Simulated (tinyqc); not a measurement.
On-chip power grid, static voltage drop by conjugate gradients: course of the conjugate-gradient iteration.

A grid of 3 rows and 4 columns, node k = 4 row + column. Neighbours in a row are joined by Rx, in a column by Ry; pad nodes, which reach the supply through Rp: 0, 8. Each node draws I0, node 0 draws kh I0. The drops u = Vdd - V solve G u = i, with G the conductance matrix (1/Rp added on the diagonal at pad nodes).

G_kk = sum of the conductances at node k. Start u = 0, so the residual is r = i; p = r.

q = G p; a = (r.r)/(p.q); u(new) = u + a p; r(new) = r - a q; b = (r.r)(new)/(r.r); p(new) = r(new) + b p.

Stop when |r| is below 1e-9 mA.

Inputs (values chosen for the exercise): resistance of a horizontal segment Rx = 1.1 ohm; resistance of a vertical segment Ry = 0.25 ohm; resistance from a pad node to the supply Rp = 0.058 ohm; load current of an ordinary node I0 = 5.8 mA; factor on the load at the hot node kh = 5.

Course of the iteration:

| iteration | largest u (mV) | \|r\| (mA) |
|---|---|---|
| 1 | 1.98170 | 25.3 |
| 2 | 6.20751 | 36.4 |
| 3 | 11.7478 | 66.3 |
| 4 | 23.7345 | 31.3 |
| 5 | 27.1201 | 30.4 |
| 6 | 36.8530 | 17.2 |
| 7 | 38.8034 | 13.1 |
| 8 | 41.9090 | 4.28 |
| 9 | 41.8939 | 1.49 |
| 10 | 41.8922 | 0.115 |
| 11 | 41.8761 | 7.22e-3 |
| 12 | 41.8762 | 1.57e-10 |

Did this iteration meet its convergence test, and what does its course show?

Yes. Converged in 12 iterations for 12 unknowns; in exact arithmetic the method needs at most 12. The condition number of the matrix is 144. Gauss-Seidel sweeps in node order need 464 to reach the same residual.

Program tinyqc, `OMP_NUM_THREADS=1 python tinyqc.py 2770161 2770162 out.jsonl`; Intel Xeon 2.30GHz, shared host, one thread, about 0.1 s.
